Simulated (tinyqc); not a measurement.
What moves the results: polytypes by hexagonality, and a cubic inclusion as a quantum well. A value that a table varies takes the place of the one given here.

Gap: E3 + (Es - E3) h/hs for h up to hs, then linear from Es to E2 at h = 1. Valence top Ev2 h and polarisation P2 h, both counted from 3C; Ec = Ev + gap.

A cubic inclusion of width L = N d in the host (h = 0.4) is a well of depth V = Ec(host) - Ec(3C). Square well with mass mismatch: k tan(k L/2) = (m_w/m_b) q, k = sqrt(m_w E/c), q = sqrt(m_b (V - E)/c), c = hbar^2/2m0, lowest root. The depth of the level, V - E, is its binding, and the transition to the valence top of the host is gap(host) - (V - E). The step in polarisation gives a field |F| = |P|/(eps eps0) in a thin inclusion, eps0 = 8.8541878e-12 F/m.

Constants: hbar^2/2m0 = 3.80998211 eV angstrom^2.

Values chosen for the exercise (of the order of those of SiC; shifted at random, so the results belong to these values and not to a real crystal):
```
symbol  value          unit      meaning
E3      2.368          eV        gap of the cubic polytype
E2      3.308          eV        gap of 2H
Ev2     0.137          eV        valence top of 2H above that of 3C
P2      -0.0493        C/m^2     spontaneous polarisation of 2H
Es      3.281          eV        gap at the hexagonality hs
hs      0.5                      hexagonality up to which the first line holds
m       (0.32, 0.323)  m0        electron mass along c in the cubic layer and in the host
d       2.523          angstrom  thickness of a double layer
eps     10.2                     dielectric constant
N       2                        double layers in the cubic inclusion
```

## Width of the inclusion

Without the field: square well. With it, the potential inside is |F| (z - L/2), the host conduction edge lies at V - |F| L/2 on one side and V + |F| L/2 on the other, and the lowest level E_F is found by finite differences (step 0.25 angstrom, wide box, good to about 1 meV). Holes sit in the host on the high side, so the transition is gap(host) - V + E_F - |F| L/2. A dash: bound by less than 2 meV or not at all.

Results:
```
N   L (angstrom)  depth (eV)  transition (eV)  depth below the low side, with field (eV)  transition with field (eV)
1           2.52       0.073            3.025                                      0.048                       2.995
2           5.05       0.217            2.882                                      0.165                       2.823
3           7.57       0.348            2.751                                      0.270                       2.663
4          10.09       0.446            2.652                                      0.344                       2.534
6          15.14       0.570            2.528                                      0.421                       2.347
8          20.18       0.638            2.460                                      0.449                       2.209
12         30.28       0.705            2.394                                      0.459                       1.978
```

The square well binds a level even at N = 1 (73 meV), as any symmetric one-dimensional well does; the depth grows to 705 of 785 meV, and the transition tends to E3 - Ev(host) = 2.313 eV. With the field the level is bound by 2 meV or more for N = 1, 2, 3, 4, 6, 8 and 12, and the transition is lowered by 30 meV at N = 1 and 416 meV at N = 12, where |F| L/2 = 331 meV. Free carriers or surface charge screen the field and the step between the two sides, and the attraction to the hole, left out here, binds the electron further.

## The same inclusion in several hosts

h from the stacking: 8H 1/4, 6H 1/3, 15R 2/5, 4H 1/2, 9R 2/3, 2H 1. V = Ec(host) - Ec(3C); square-well level from k tan(k L/2) = (m_w/m_b) q, k = sqrt(m_w E/c), q = sqrt(m_b (V - E)/c), L = N d; |F| = |P|/(eps eps0), eps0 = 8.8541878e-12 F/m.

Results:
```
host      h  gap (eV)  V (eV)  depth (eV)  |F| (MV/cm)
8H    0.250     2.825   0.491       0.097         1.36
6H    0.333     2.977   0.654       0.159         1.82
15R   0.400     3.098   0.785       0.217         2.18
4H    0.500     3.281   0.982       0.313         2.73
9R    0.667     3.290   1.013       0.330         3.64
2H    1.000     3.308   1.077       0.363         5.46
```

From 8H to 4H the well deepens by a factor of 2.00 and the bound level by 3.23, between the limits of a wide well (as V) and a thin one (as V^2); in 4H the level keeps 32 % of V; from 4H to 2H the gap gains only 27 meV while the field doubles. The depths leave the field out, although its drop |F| L reaches 275 meV in 2H.

## What each parameter does

Well depth, depth of the level, transition without the field and field. Each row changes one parameter from the base and keeps the others.

Results:
```
case                   V (eV)  depth (eV)  transition (eV)  |F| (MV/cm)
base                   0.7852      0.2168           2.8816        2.184
N = 3                  0.7852      0.3475           2.7509        2.184
Ev2 = 0.167 eV         0.7972      0.2224           2.8760        2.184
E3 = 2.348 eV          0.8012      0.2243           2.8701        2.184
E2 = 3.338 eV          0.7852      0.2168           2.8816        2.184
P2 = -0.0641 C/m^2     0.7852      0.2168           2.8816        2.839
eps = 11.2             0.7852      0.2168           2.8816        1.989
m = (0.384, 0.323) m0  0.7852      0.2224           2.8760        2.184
```

The largest shifts from the base row, up to three for each result and ties (the steps differ in size, so this ranks the rows, not the parameters). V (eV): E3 +0.0160, Ev2 +0.0120; unchanged at the printed digits by N, E2, P2, eps and m. depth (eV): N +0.1307, E3 +0.0074, m +0.0056; unchanged at the printed digits by E2, P2 and eps. transition (eV): N -0.1307, E3 -0.0114, m -0.0056; unchanged at the printed digits by E2, P2 and eps. |F| (MV/cm): P2 +0.656, eps -0.195; unchanged at the printed digits by N, Ev2, E3, E2 and m.

Program tinyqc; command `OMP_NUM_THREADS=1 python tinyqc.py 1880705 1880706 out.jsonl`; about 0.04 s on one thread of a shared Intel(R) Xeon(R) Processor @ 2.30GHz.
